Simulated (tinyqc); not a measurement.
# From one set of inputs to another, one input at a time

Model: chemical-mechanical planarisation: Preston law, pattern density and step-height reduction. Computed by tinyqc, a small Python program. Command: `OMP_NUM_THREADS=1 python tinyqc.py 3031918 3031919 out.jsonl cmp ladder`. One thread of a shared host (Intel(R) Xeon(R) Processor @ 2.30GHz), about 0.02 s of CPU time with the checks.

A row of 12 cells, repeated periodically, holds raised features that cover a share rho of each cell.

The inputs printed are set A. Set A is close to those used for copper polishing; the values taken over come from a set close to those used for oxide polishing. Inputs not listed in the table keep their values of set A, so the rows need not describe a real material.

Inputs (values chosen for the exercise, close to those used for copper polishing): Preston coefficient K = 5.1e-14 1/Pa; pressure P = 45 kPa; platen and carrier speed = 60 rpm; distance between the centres = 14 cm; initial step height h0 = 670 nm; contact height h_c = 120 nm; film above the raised areas z0 = 1200 nm; cell size = 0.82 mm; planarisation length = 0.82 mm; polish time t = 300 s.

local pattern densities, cell by cell: [0.8, 0.3, 0.8, 0.8, 0.8, 0.25, 0.3, 0.7, 0.9, 0.1, 0.25, 0.1]

Method:
- With equal rotation speeds the relative speed is uniform, v = omega r_c; Preston rate R0 = K P v.
- The stiff pad averages the density: rho_eff(i) = sum_j w_ij rho_j / sum_j w_ij, w = exp(-2 d^2/L^2), L the planarisation length and d the distance between cell centres, summed over all periodic images of cell j.
- While h > h_c only raised areas polish, at R0/rho_eff, until t_c = rho_eff (h0 - h_c)/R0. After that h = h_c exp(-(t - t_c)/tau), tau = rho_eff h_c/R0; low areas polish at R0 (1 - h/h_c) and raised areas at R0 [1 + (1 - rho_eff) h/(rho_eff h_c)]. Removed from raised areas after t_c: h0 - h_c + R0 (t - t_c) + (1 - rho_eff)(h_c - h); from low areas: R0 (t - t_c) - rho_eff (h_c - h). Film left = z0 less the removal from raised areas.

Each row keeps all changes above it:
```
input moved                        from       to  range of film left across the row (nm)  largest remaining step (nm)  blanket rate R0 (nm/s)
set A                                 -        -                                  412.43                   2.1326e+01                  2.0188
polish time t (s)                   300       68                                  484.50                   4.9834e+02                  2.0188
initial step height h0 (nm)         670      360                                  255.26                   1.8834e+02                  2.0188
pressure P (kPa)                     45       28                                  252.90                   2.5319e+02                  1.2561
platen and carrier speed (rpm)       60       93                                  256.06                   1.9445e+02                  1.9470
planarisation length (mm)          0.82      5.9                                   26.26                   1.1324e+02                  1.9470
contact height h_c (nm)             120       31                                   28.67                   1.1304e+02                  1.9470
Preston coefficient K (1/Pa)    5.1e-14  9.1e-14                                   20.38                   8.4573e-01                  3.4741
```

Range of film left across the row goes from 412 to 20.4, a factor 0.0494 in all. The largest single move comes from planarisation length (a factor 0.103). Largest remaining step goes from 21.3 to 0.846, a factor 0.0397 in all. The largest single move comes from Preston coefficient K (a factor 0.00748), and polish time t works against it (a factor 23.4). Blanket rate R0 goes from 2.02 to 3.47, a factor 1.72 in all. The largest single move comes from Preston coefficient K (a factor 1.78), and pressure P works against it (a factor 0.622). The single moves hold for this order of the switches; the total does not depend on the order.

Extremes, crossings and ranges named in words are read from the listed rows.
